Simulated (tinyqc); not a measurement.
MOS inversion layer, Poisson-Schroedinger loop: one step of the calculation.

Electrons confined at an insulator interface at z = 0, treated as a hard wall; parabolic valleys, Hartree approximation, no image or exchange terms. The depletion charge lies far deeper than the electrons and gives a uniform field q Nd/(eps0 eps_r); the gate balances all charge. Energies are counted from the band edge at the interface.

Question. Converged levels, occupations and centroid. Tridiagonal Hamiltonian with psi = 0 one step beyond both ends: H_ii = C (1/m_(i-1/2) + 1/m_(i+1/2))/hz^2 + V0_i + U_i (+ dE for the set B), H_(i,i+1) = -C/(m_(i+1/2) hz^2), C = hbar^2/(2 m0). The lowest 2 level(s) of each valley set are kept, normalised to hz sum |psi|^2 = 1. The mass is the same on all intervals.

Level k holds N_k = D_k Vt ln(1 + exp((EF - E_k)/Vt)) with D = 4 md1 m0 q/(pi hbar^2) for the set A, D = 2 md2 m0 q/(pi hbar^2) for the set B per eV (spin included); EF is fixed by sum N_k = Ns.

Solve for the levels with V0 + U, find EF, n_i = sum_k N_k |psi_k|^2 (in cm^-3); share of each level N_k/Ns; centroid sum n z/sum n.

Inputs (values chosen for the exercise); masses and permittivity close to those of silicon (110): temperature T = 200 K; mass along z of valley set A (4 valley(s)) mz1 = 0.313 m0; in-plane density-of-states mass of set A md1 = 0.318 m0; mass along z of valley set B (2 valley(s)) mz2 = 0.192 m0; in-plane density-of-states mass of set B md2 = 0.416 m0; sheet density of electrons Ns = 1e12 cm^-2; extra shift of set B (strain) dE = 0 eV; mesh step hz = 0.93 nm.

Constants: q = 1.602176634e-19 C, kB = 1.380649e-23 J/K, hbar = 1.054571817e-34 J s, m0 = 9.1093837015e-31 kg, Vt = kB T/q, hbar^2/(2 m0) = 0.0380998212 eV nm^2. Results are converted to the units shown.

```
node  z (nm)  fixed potential V0 (eV)  converged U (eV)
1       0.93               0.02588995       0.014383307
2       1.86               0.05177991       0.026093624
3       2.79               0.07766986       0.032885333
4       3.72               0.10355981       0.035856045
5       4.65               0.12944976       0.036909054
6       5.58               0.15533972       0.037229260
7       6.51               0.18122967       0.037316071
8       7.44               0.20711962       0.037337505
9       8.37               0.23300957       0.037342374
10       9.3               0.25889953       0.037343399
11     10.23               0.28478948       0.037343600
12     11.16               0.31067943       0.037343637
13     12.09               0.33656938       0.037343643
14     13.02               0.36245934       0.037343643
```

Find: levels; EF; shares; n; centroid.

Answer.

levels (eV): A1 0.1330, A2 0.2142, B1 0.1543, B2 0.2489
EF = 0.09238 eV
shares (%): A1 82.92, A2 0.78, B1 16.23, B2 0.07
n, node 1 to 14 (in units of 1e18 cm^-3): 1.998  3.677  2.857  1.434  0.548  0.174  0.049  0.012  0.003  0.001  0.000  0.000  0.000  0.000
centroid = 2.415 nm

Program tinyqc, `OMP_NUM_THREADS=1 python tinyqc.py 2160106 2160107 out.jsonl`; Intel Xeon 2.30GHz, shared host, one thread, about 0.7 s.
